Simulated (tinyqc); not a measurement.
Length of a polyene: Hueckel, PPP and singles CI along the polyenes. Computed by the program tinyqc. Hueckel uses the same beta without repulsion; CIS keeps all single excitations and so misses the low, doubly excited 2Ag state. W is the valence ionisation energy of a centre, MN the Mataga-Nishimoto formula, f the oscillator strength.

All-trans chains of carbon centres 1.40 angstrom apart:

| parameter | value |
|---|---|
| beta (eV), times 1 +/- alternation | -2.390000 |
| alternation | 0 |
| W (eV) | 11.160000 |
| gamma_rr (eV) | 9.840000 |
| repulsion formula | Ohno |

Gaps and excitations (eV):

| centres | Hueckel gap | PPP orbital gap | bright singlet (CIS) | f | lowest triplet (CIS) |
|---|---|---|---|---|---|
| 2 | 4.7800 | 11.8903 | 6.1449 | 0.5268 | 3.4151 |
| 4 | 2.9542 | 9.2112 | 4.7224 | 1.0311 | 2.2203 |
| 6 | 2.1273 | 7.8259 | 3.8792 | 1.4843 | 1.6431 |
| 8 | 1.6601 | 6.9768 | 3.3222 | 1.8923 | 1.3214 |
| 10 | 1.3605 | 6.4049 | 2.9265 | 2.2570 | 1.1223 |
| 12 | 1.1523 | 5.9961 | 2.6324 | 2.5848 | 0.9902 |

What does the comparison show, and why?

The Hueckel gap tends to 4 x alternation x |beta| = 0.00 eV for long chains (zero without alternation, falling as 1/N). Exchange opens the PPP orbital gap, and the attraction of electron and hole brings the bright state 3.36 eV below it at 12 centres; the triplet lies 1.64 eV lower still.
